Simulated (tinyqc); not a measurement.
Surface orientation and number of bands: six-band hole subbands of a thin body in a field.

Basis X, Y, Z times spin, hole energies counted downwards from the unstrained edge (the hydrostatic shift is left out), c = hbar^2/2m0. For a symmetric tensor T let C(T) have C_XX = L Txx + M (Tyy + Tzz), C_XY = N Txy (cyclic), L = c (g1 + 4 g2), M = c (g1 - 2 g2), N = 6 c g3. k = q + kz n, n the unit normal, q = k1 u + k2 v with u along the channel [1-10] and v = n x u. H = C(k k^T) + (Dso/3)(1 - L.sigma) - B + e F z with (L_k)_ij = -i epsilon_kij; B is the block C built from the traceless strain with 2b, -b and sqrt(3) d in place of L, M, N. Strain: exx = eyy = (s11 + s12) sx/2, ezz = s12 sx, exy = -s44 sx/4. Hard walls at z = 0 and t; basis sin(j pi z/t), j = 1 to Nz: kz^2 = (j pi/t)^2, kz = -i D with D_jl = 4 j l/(t (j^2 - l^2)), z_jj = t/2 and z_jl = -8 t j l/(pi (j^2 - l^2))^2 for j + l odd; 1 MV/cm = 0.01 eV/angstrom.

Nz = 14. E1 is the top subband at q = 0, gap the distance to the next pair, and the masses are c q^2/(E(q) - E1) at |q| = 0.02 1/angstrom (mean of the spin pair) along the channel [1-10] and across it in the plane; a dash marks a band that does not rise.

Constants: hbar^2/2m0 = 3.80998211 eV angstrom^2.

Values chosen for the exercise (near those of a p-type Si channel; the results hold for these values, not for the real material):

| symbol | value | unit | meaning |
|---|---|---|---|
| g1 | 4.28 |  | Luttinger gamma1 |
| g2 | 0.34 |  | gamma2 |
| g3 | 1.44 |  | gamma3 |
| Dso | 0.043 | eV | spin-orbit splitting |
| b | -2.13 | eV | tetragonal potential |
| d | -4.77 | eV | trigonal potential |
| S | (7.74, -2.17, 12.53) | 1/TPa | compliances s11, s12, s44 |
| t | 85 | angstrom | body thickness |
| F | 0.2 | MV/cm | field across the body |
| sx | -1.5 | GPa | stress along the channel [1-10], negative in compression |

Three faces, six bands; and four bands, with Dso set to 1000 eV.

Results:

| case | E1 (meV) | gap (meV) | m channel | m across |
|---|---|---|---|---|
| (001) 6 bands | 44.8 | 74.0 | 0.150 | 2.238 |
| (001) 4 bands | 63.6 | 61.1 | 0.186 | 0.563 |
| (110) 6 bands | -3.2 | 29.2 | 0.115 | 0.278 |
| (110) 4 bands | 46.3 | 53.1 | 0.149 | 0.302 |
| (111) 6 bands | 21.4 | 48.7 | 0.132 | 1.000 |
| (111) 4 bands | 45.8 | 48.8 | 0.166 | 0.236 |

With six bands the top subband is shallowest on (110) (-3.2 meV) and deepest on (001). Without the stress E1 would be 89.0, 50.0 and 64.8 meV, so the stress moves it by -44.2, -53.2 and -43.5 meV. The lightest channel mass is on (110) (0.115 m0). Dropping the split-off band moves E1 by 18.7, 49.5 and 24.4 meV and the gap by -12.9, 24.0 and 0.1 meV on the three faces, with Dso = 43 meV.

(tinyqc, `OMP_NUM_THREADS=1 python tinyqc.py 1250444 1250445 out.jsonl`, Intel(R) Xeon(R) Processor @ 2.30GHz, 1 thread, shared host, about 0.5 s.)
